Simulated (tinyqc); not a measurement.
## Permittivity and interlayer from two capacitances

Problem. A two-layer stack has Cox = eps0/(t1/e1 + t2/e2) and EOT = 3.9 eps0/Cox. Find e2, the EOT of layer 1 and, with e1 given, t1.

Parameters, values chosen for the exercise: relative permittivity of layer 1 e1 = 3.78.

Constants: eps0 = 8.8541878128e-14 F/cm where lengths are in cm. Results are converted to the units shown.

Cox at t2 = 1.9 and 7.5 nm (uF/cm^2): [4.8285616, 2.1493744]

Solution. EOT is linear in t2 with slope 3.9/e2, and its intercept is the EOT of layer 1.

e2 = 24.5
EOT of layer 1 = 0.413 nm
t1 = 0.400 nm

tinyqc, about 0.01 s, one thread, Intel Xeon 2.30GHz (shared host): `OMP_NUM_THREADS=1 python tinyqc.py 2010152 2010153 out.jsonl`
